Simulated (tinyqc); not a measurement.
Inside a calculation: optical transitions of a finite quantum well. Values are carried at full precision from step to step, so a last printed digit may differ when a step is redone from the rounded ones.

Each carrier sees a square well of width L with its own depth V and masses m (inside), mb (outside); c = hbar^2/2m0, k = sqrt(m E/c), kappa = sqrt(mb (V - E)/c), and level n solves k L + 2 atan[(k/m)/(kappa/mb)] = n pi. The envelope is cos(kz) for odd n and sin(kz) for even n inside, joins exp(-kappa (|z| - L/2)) outside, and is normalised to 1. Excitons and band mixing are left out.

Constants: hbar^2/2m0 = 3.80998211 eV angstrom^2; hc = 1239.841984 eV nm; fine-structure constant alpha = 0.007297352564.

Parameters, chosen for this exercise (near those of an InGaAs well in InAlAs; the results hold for these values, not for the real material): L = 72 angstrom (well width); Eg = 0.808 eV (gap of the well); Vc = 0.513 eV (conduction offset); Vv = 0.211 eV (valence offset); me = 0.0419 m0 (electron, well); meb = 0.0728 m0 (electron, barrier); mh = 0.375 m0 (heavy hole along z, well); mhb = 0.414 m0 (heavy hole, barrier); ml = 0.0538 m0 (light hole along z, well); mlb = 0.0884 m0 (light hole, barrier); Ns = 1.7 x 1e12/cm^2 (electrons in e1); n_r = 3.39 (refractive index); G = 3 meV (half width of the line).

## Confinement energies

Up to three levels for each carrier.

Levels:
```
level  E (eV)  k (1/angstrom)  kappa (1/angstrom)
e1     0.0787         0.02943             0.09109
e2     0.3137         0.05874             0.06171
hh1    0.0133         0.03623             0.14656
hh2    0.0528         0.07211             0.13110
hh3    0.1163         0.10698             0.10145
lh1    0.0496         0.02647             0.06119
lh2    0.1864         0.05130             0.02389
```

## Interband transitions

From e1 and e2 to each hole level: E = Eg + E_e + E_h, wavelength hc/E, squared overlap of the envelopes, and the strength |<S|p|v>|^2 in units of P^2 at the subband edge: overlap^2 times 1/2 (hh) or 1/6 (lh) for light polarised in the plane (TE), times 0 (hh) or 2/3 (lh) along z (TM).

Transitions:
```
pair    E (eV)  wavelength (nm)  overlap^2      TE      TM
e1-hh1  0.9001           1377.5     0.9730  0.4865  0.0000
e1-lh1  0.9364           1324.1     0.9889  0.1648  0.6593
e1-hh2  0.9396           1319.6     0.0000  0.0000  0.0000
e1-hh3  1.0030           1236.1     0.0179  0.0089  0.0000
e1-lh2  1.0731           1155.3     0.0000  0.0000  0.0000
e2-hh1  1.1351           1092.3     0.0000  0.0000  0.0000
e2-lh1  1.1713           1058.5     0.0000  0.0000  0.0000
e2-hh2  1.1746           1055.6     0.8971  0.4486  0.0000
e2-hh3  1.2380           1001.5     0.0000  0.0000  0.0000
e2-lh2  1.3081            947.8     0.8535  0.1423  0.5690
```

The edge is e1-hh1 at 1377 nm. Pairs of opposite parity vanish exactly; e1-hh3 is allowed by parity and reaches 0.0179, only because the two envelopes leak differently into the barriers.

## Intersubband transitions from e1

z_1j = <1|z|j>; 1/m1 = <1|1/m|1>; f_1j = (m1/c)(E_j - E_1) z_1j^2, which sums to 1 over all bound and continuum states.

Transitions:
```
pair  E (meV)  wavelength (micrometre)  |z| (angstrom)       f
1-2     235.0                     5.28           19.25  0.9779
```

m1 = 0.0428 m0
sum of f over bound states = 0.9779

The continuum carries the remaining 0.0221. With hard walls z_12 = 16 L/(9 pi^2) = 12.97 angstrom and f_12 = 256/(27 pi^2) = 0.9607.

## Absorption of one well

For light polarised along z (a real waveguide or Brewster geometry adds an angle factor), with all electrons in e1 and none in e2, the peak fractional absorption is 4 pi alpha Ns c f_12/(n_r m1 G) and the area under the Lorentzian line is pi G times that, c = hbar^2/2m0; 1e12/cm^2 = 1e-4/angstrom^2. EF - E1 = 2 pi c Ns/m1 at zero temperature.

peak absorption = 13.343 %
area = 125.76 % meV
EF - E1 = 95.1 meV

EF lies below e2, as assumed.

## Checks

- Sum of f over all levels of a difference grid (60 cells across the well) against 1: 0.999 against 1.000.
- The strength f_12 on that grid against the matched envelopes: 0.977 against 0.978.

Program tinyqc; command `OMP_NUM_THREADS=1 python tinyqc.py 1281634 1281635 out.jsonl`; about 0.06 s on one thread of a shared Intel(R) Xeon(R) Processor @ 2.30GHz.
